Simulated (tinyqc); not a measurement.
# Frequency dispersion of an accumulation capacitance by border traps, distributed model: two studies

Traps spread evenly through the insulator exchange electrons with the semiconductor by tunnelling, with tau(x) = t0 exp(2 ka x) at depth x from the interface. The admittance per area Y seen at depth x obeys dY/dx = -Y^2/(i w eps0 eox) + q Nb ln(1 + i w tau)/tau, with Y(0) = i w Cs and w = 2 pi f; the gate sees Y(tox) = G + i w C. Working variable y = Y/(i w), in uF/cm^2. Cox = eps0 eox/tox.

Inputs (values chosen for the exercise); permittivity close to that of zirconium oxide:

| symbol | value | unit | meaning |
|---|---|---|---|
| eox | 23 |  | relative permittivity of the insulator |
| tox | 5.9 | nm | insulator thickness |
| Cs | 1.5 | uF/cm^2 | semiconductor capacitance in accumulation |
| Nb | 3e19 | cm^-3 eV^-1 | density of border traps |
| ka | 4.5 | 1/nm | decay constant of the wave function in the insulator |
| t0 | 1e-11 | s | time constant of a trap at the interface |
| f | 100 | Hz | frequency |

Constants: q = 1.602176634e-19 C, eps0 = 8.8541878128e-14 F/cm where lengths are in cm. Results are converted to the units shown.

Each table varies one quantity; the others keep the values above.

## Capacitance and loss against frequency

Cox; trap-free value 1/(1/Cox + 1/Cs); response depth d = ln(1/(w t0))/(2 ka), where w tau = 1; lumped estimate: all traps within d act as C_bt = q Nb d placed at d/2, so C = 1/{1/[1/(1/Cs + d/(2 eps0 eox)) + C_bt] + (tox - d/2)/(eps0 eox)}. C and G from a fine integration; dispersion -d C/d log10 f over C, from f times and over 1.1. For a broad spread of time constants G/w is close to -(pi/2) dC/d ln w.

The same in every row: trap-free C (uF/cm^2) = 1.046.

Capacitance and loss against frequency:
```
f (Hz)  d (nm)  C (uF/cm^2)  G/w (uF/cm^2)  dispersion (% a decade)  -(pi/2) dC/d ln w (uF/cm^2)  lumped C (uF/cm^2)
10       2.354        1.628        0.04420                    3.977                      0.04418               1.587
100      2.098        1.564        0.04313                    4.039                      0.04310               1.527
1000     1.843        1.502        0.04222                    4.119                      0.04220               1.468
10000    1.587        1.440        0.04149                    4.219                      0.04146               1.409
1e5      1.331        1.380        0.04091                    4.343                      0.04089               1.351
1e6      1.075        1.321        0.04050                    4.493                      0.04047               1.293
1e7     0.8192        1.261        0.04024                    4.674                      0.04022               1.234
```

What does the comparison show?

C falls from 1.628 to 1.261 uF/cm^2, towards the trap-free 1.046; each decade of frequency removes ln 10/(2 ka) = 0.256 nm from the response depth. The dispersion rises from 3.98 to 4.67 % a decade and G/w falls from 0.0442 to 0.0402 uF/cm^2. G/w stays at 1.00 times -(pi/2) dC/d ln w, the relation for a broad spread of time constants.

## Effect of the insulator thickness

Same model as above.

The same in every row: d (nm) = 2.098.

Effect of the insulator thickness:
columns A: tox (nm); B: C (uF/cm^2); C: G/w (uF/cm^2); D: dispersion (% a decade); E: -(pi/2) dC/d ln w (uF/cm^2); F: lumped C (uF/cm^2); G: trap-free C (uF/cm^2)
```
A         B         C      D         E       F       G
2.7   2.073   0.07425  5.313   0.07514   2.010   1.251
3.6   1.900   0.06362  4.905   0.06357   1.846   1.186
4.8   1.708   0.05146  4.412   0.05142   1.665   1.108
6.4   1.506   0.04000  3.890   0.03997   1.472   1.019
8.5   1.304   0.02996  3.367   0.02995   1.278  0.9225
11    1.124   0.02226  2.902   0.02225   1.105  0.8286
15   0.9209   0.01494  2.377   0.01493  0.9078  0.7126
20   0.7511  0.009937  1.938  0.009932  0.7424  0.6065
```

As tox goes from 2.7 to 20, C falls from 2.07 to 0.751 uF/cm^2, the dispersion falls from 5.31 to 1.94 % a decade and G/w falls from 0.0742 to 0.00994 uF/cm^2. The lumped estimate is 3.0 % below C in the first row and 1.2 % below it in the last.

tinyqc, about 0.5 s, one thread, Intel Xeon 2.30GHz (shared host): `OMP_NUM_THREADS=1 python tinyqc.py 2202171 2202172 out.jsonl`
